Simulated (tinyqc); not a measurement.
Density dependence: plasmons of a degenerate electron gas in the random-phase approximation.

Zero temperature, parabolic band: kF = (3 pi^2 n)^(1/3), EF = c kF^2/m, Ep^2 = 8 pi c e2 n/(m eb), qTF^2 = 6 pi e2 n/(eb EF), c = hbar^2/2m0, e2 = e^2/(4 pi eps0), n in 1/angstrom^3 (1e-24 per 1/cm^3).

Lindhard function: eps(q, E)/eb = 1 + (qTF/q)^2 (f1 + i f2) with z = q/(2 kF), u = E/(hbar vF q), hbar vF = 2 c kF/m; f1 = 1/2 + [h(z - u) + h(z + u)]/(8 z), h(x) = (1 - x^2) ln|(x + 1)/(x - 1)|; f2 = pi u/2 for z + u < 1, (pi/(8 z))(1 - (z - u)^2) for |z - u| < 1 < z + u, else 0. Pairs exist for c (q^2 - 2 q kF)/m < E < c (q^2 + 2 q kF)/m.

Constants: hbar^2/2m0 = 3.80998211 eV angstrom^2; e^2/(4 pi eps0) = 14.39964547 eV angstrom; a0 (Bohr radius) = 0.5291772105 angstrom.

Inputs chosen for the exercise (out of a larger set: a free-electron density near that of Na; not measured data): n = 2.59e+22 1/cm^3 (electron density); m = 1 m0 (mass); eb = 1 (background dielectric constant).

n is multiplied by the factor listed.

Results:

| factor | rs | EF (eV) | Ep (eV) | Ep/EF | qc/kF | alpha = 3 EF/(5 Ep) |
|---|---|---|---|---|---|---|
| 0.10 | 8.536 | 0.6877 | 1.890 | 2.748 | 1.251 | 0.218 |
| 0.20 | 6.775 | 1.092 | 2.673 | 2.448 | 1.149 | 0.245 |
| 0.50 | 4.992 | 2.011 | 4.226 | 2.101 | 1.026 | 0.286 |
| 1.0 | 3.962 | 3.192 | 5.976 | 1.872 | 0.942 | 0.320 |
| 2.0 | 3.145 | 5.067 | 8.451 | 1.668 | 0.864 | 0.360 |
| 5.0 | 2.317 | 9.334 | 13.36 | 1.432 | 0.771 | 0.419 |
| 10 | 1.839 | 14.82 | 18.90 | 1.275 | 0.706 | 0.470 |

Over two decades Ep grows by 10.0 (n^(1/2)) and EF by 21.5 (n^(2/3)), so Ep/EF falls from 2.748 to 1.275 as sqrt(rs), and qc/kF from 1.251 to 0.706: in a dense gas the plasmon enters the continuum earlier on the scale of kF. alpha is the coefficient in E = Ep + alpha hbar^2 q^2/(m m0). The random-phase values are only rough in the rows with rs above about 2 (up to 8.5 here).

Run: tinyqc, `OMP_NUM_THREADS=1 python tinyqc.py 1652475 1652476 out.jsonl`; Intel(R) Xeon(R) Processor @ 2.30GHz, one thread, shared host; about 0.01 s of CPU time with all checks.
